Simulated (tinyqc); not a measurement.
MOS inversion layer, Poisson-Schroedinger loop: two steps of the calculation.

Electrons confined at an insulator interface at z = 0, treated as a hard wall; parabolic valleys, Hartree approximation, no image or exchange terms. The depletion charge lies far deeper than the electrons and gives a uniform field q Nd/(eps0 eps_r); the gate balances all charge. Energies are counted from the band edge at the interface.

Inputs (values chosen for the exercise); masses and permittivity close to those of silicon (111): relative permittivity eps_r = 11.6; mass along z of valley set A (6 valley(s)) mz1 = 0.253 m0; sheet density of electrons Ns = 6e11 cm^-2; mesh step hz = 1.7 nm; mixing factor a = 0.5.

Constants: q = 1.602176634e-19 C, hbar = 1.054571817e-34 J s, m0 = 9.1093837015e-31 kg, eps0 = 8.8541878128e-14 F/cm where lengths are in cm, hbar^2/(2 m0) = 0.0380998212 eV nm^2. Results are converted to the units shown.

Problem 1. Density, output potential and mixing. n_i = sum_k N_k |psi_k|^2 (converted to cm^-3). Hartree part by Gauss: on the interval before node i the electrons still beyond are S_i = Ns - hz sum_(j<i) n_j, and U_i = U_(i-1) + q S_i hz/(eps0 eps_r) in eV, U_0 = 0 at the interface. Mixing: U(new) = U + a (U(out) - U).

```
node	z (nm)	self-consistent potential U at the start (eV)	|psi|^2 of A1 (1/nm)	|psi|^2 of A2 (1/nm)
1	1.7	0	0.06237340	0.05742456
2	3.4	0	0.15233822	0.07665921
3	5.1	0	0.16476291	0.01269569
4	6.8	0	0.11497337	0.01447481
5	8.5	0	0.05908289	0.08639537
6	10.2	0	0.02390107	0.12738980
7	11.9	0	0.00792452	0.10715141
8	13.6	0	0.00221277	0.06309414
9	15.3	0	0.00053072	0.02845678
10	17	0	0.00011099	0.01033988
11	18.7	0	0.00002048	0.00312675
12	20.4	0	0.00000337	0.00080507
13	22.1	0	0.00000050	0.00017953
14	23.8	0	0.00000007	0.00003513
15	25.5	0	0.00000001	0.00000610
16	27.2	0	0.00000000	0.00000094
17	28.9	0	0.00000000	0.00000013
18	30.6	0	0.00000000	0.00000001
```

N_k (cm^-2): A1 4.1606254e11, A2 1.8393746e11

Wanted: n; U(out); U after round 1.

Solution 1.

```
node	n (1e17 cm^-3)	U(out) (eV)	U after round 1 (eV)
1	3.6514	0.015911	0.007956
2	7.7483	0.030176	0.015088
3	7.0887	0.040948	0.020474
4	5.0499	0.048525	0.024262
5	4.0474	0.053825	0.026912
6	3.3376	0.057300	0.028650
7	2.3006	0.059270	0.029635
8	1.2526	0.060204	0.030102
9	0.5455	0.060572	0.030286
10	0.1948	0.060695	0.030347
11	0.0584	0.060730	0.030365
12	0.0149	0.060738	0.030369
13	0.0033	0.060740	0.030370
14	0.0006	0.060741	0.030370
15	0.0001	0.060741	0.030370
16	0.0000	0.060741	0.030370
17	0.0000	0.060741	0.030370
18	0.0000	0.060741	0.030370
```

Problem 2. Levels and probability densities. Tridiagonal Hamiltonian with psi = 0 one step beyond both ends: H_ii = C (1/m_(i-1/2) + 1/m_(i+1/2))/hz^2 + V0_i + U_i, H_(i,i+1) = -C/(m_(i+1/2) hz^2), C = hbar^2/(2 m0). The lowest 2 level(s) are kept, normalised to hz sum |psi|^2 = 1. The mass is the same on all intervals.

```
node	fixed potential V0 (eV)	U after round 1 (eV)
1	0.00609931	0.007955617
2	0.01219861	0.015088180
3	0.01829792	0.020474211
4	0.02439722	0.024262388
5	0.03049653	0.026912280
6	0.03659584	0.028649863
7	0.04269514	0.029635117
8	0.04879445	0.030101790
9	0.05489376	0.030286114
10	0.06099306	0.030347476
11	0.06709237	0.030364927
12	0.07319167	0.030369221
13	0.07929098	0.030370146
14	0.08539029	0.030370322
15	0.09148959	0.030370352
16	0.09758890	0.030370357
17	0.10368820	0.030370357
18	0.10978751	0.030370357
```

Give: levels; |psi|^2 of A1; |psi|^2 of A2.

Solution 2.

levels (eV): A1 0.04728, A2 0.07460

```
node	|psi|^2 of A1 (1/nm)	|psi|^2 of A2 (1/nm)
1	0.1094	0.0754
2	0.2031	0.0530
3	0.1581	0.0005
4	0.0782	0.0679
5	0.0286	0.1357
6	0.0084	0.1257
7	0.0020	0.0768
8	0.0004	0.0352
9	0.0001	0.0129
10	0.0000	0.0039
11	0.0000	0.0010
12	0.0000	0.0002
13	0.0000	0.0000
14	0.0000	0.0000
15	0.0000	0.0000
16	0.0000	0.0000
17	0.0000	0.0000
18	0.0000	0.0000
```

Computed by the program tinyqc: `OMP_NUM_THREADS=1 python tinyqc.py 2160161 2160162 out.jsonl`, one thread of a shared Intel Xeon 2.30GHz, about 0.5 s for the whole run.
